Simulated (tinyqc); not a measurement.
Conduction-band anticrossing with a localised impurity level: one step. The two levels at k = 0. Two cases, with inputs chosen for the exercise.

Task: Give EM, V, both levels, their host weights, the gap and the mass of the band at the gap.

Host conduction band EM(k) = Eg - al x + c k^2/mM, c = hbar^2/2m0, coupled to a flat level EI by V = C sqrt(x): H = [[EM, V], [V, EI]], E+/- = (EM + EI)/2 +/- sqrt((EM - EI)^2/4 + V^2). The host weight of a state at E is f = 1/(1 + V^2/(E - EI)^2), and its mass at k = 0 is mM/f. The gap is E-(0), the valence top staying at 0.

Constants: hbar^2/2m0 = 3.80998211 eV angstrom^2.

Give: EM(0); V; E-, E+; host weights; gap; mass of E-.

Case 1.

Values chosen (host near InP; not measured data): Eg = 1.406 eV (gap at Gamma to the s-like level); mM = 0.081 m0 (mass of the host band); EI = 1.699 eV (impurity level, from the valence top of the host); C = 2.5 eV (coupling); al = 1.91 eV (linear shift of the host edge); x = 0.0066 (impurity fraction).

Result:

EM(0) = 1.3934 eV
V = 0.2031 eV

E-, E+ (eV): [1.2920, 1.8004]

host weights: [0.8006, 0.1994]

gap = 1.2920 eV
mass of E- = 0.1012 m0

The gap is 114 meV below that of the host, 173 meV per 1 % of impurity. V/|EM - EI| = 0.66; second-order perturbation theory would shift the host level by V^2/(EM - EI) = -135 meV, the exact shift is -101 meV.

Case 2.

Values chosen (host near InP; not measured data): Eg = 1.429 eV (gap at Gamma to the s-like level); mM = 0.0809 m0 (mass of the host band); EI = 1.768 eV (impurity level, from the valence top of the host); C = 2.84 eV (coupling); al = 0.52 eV (linear shift of the host edge); x = 0.0055 (impurity fraction).

Result:

EM(0) = 1.4261 eV
V = 0.2106 eV

E-, E+ (eV): [1.3258, 1.8683]

host weights: [0.8151, 0.1849]

gap = 1.3258 eV
mass of E- = 0.0993 m0

The gap is 103 meV below that of the host, 188 meV per 1 % of impurity. V/|EM - EI| = 0.62; second-order perturbation theory would shift the host level by V^2/(EM - EI) = -130 meV, the exact shift is -100 meV.

Computed by tinyqc, one run a case: `OMP_NUM_THREADS=1 python tinyqc.py N N+1 out.jsonl` with N = 1081073, 1081157; one thread of a shared Intel(R) Xeon(R) Processor @ 2.30GHz, about 0.01 s a run at most.
